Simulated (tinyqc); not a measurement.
From results back to parameters: recursion (Haydock) method for the local density of states: bulk site of a cubic lattice.

Problem. A local density has moments mu1 = a0, mu2 = a0^2 + b1^2 and, for a1 = a2 = 0, mu4 = a0^4 + 3 a0^2 b1^2 + b1^4 + b1^2 b2^2; b1^2 = (number of neighbours) t^2. The moments come from a hidden site.

Parameters, chosen for this exercise: t = 0.67 eV (hopping).

mu1, mu2, mu4 (eV^n): 0.00000  2.69340  18.13601

Find: a0, b1, b2; neighbours.

Solution. Take the moments in turn: mu1 gives a0, mu2 gives b1, mu4 gives b2.

a0, b1, b2 (eV): 0.000  1.641  2.010

neighbours = 6

Program tinyqc; command `OMP_NUM_THREADS=1 python tinyqc.py 1452879 1452880 out.jsonl`; about 0.1 s on one thread of a shared Intel(R) Xeon(R) Processor @ 2.30GHz.
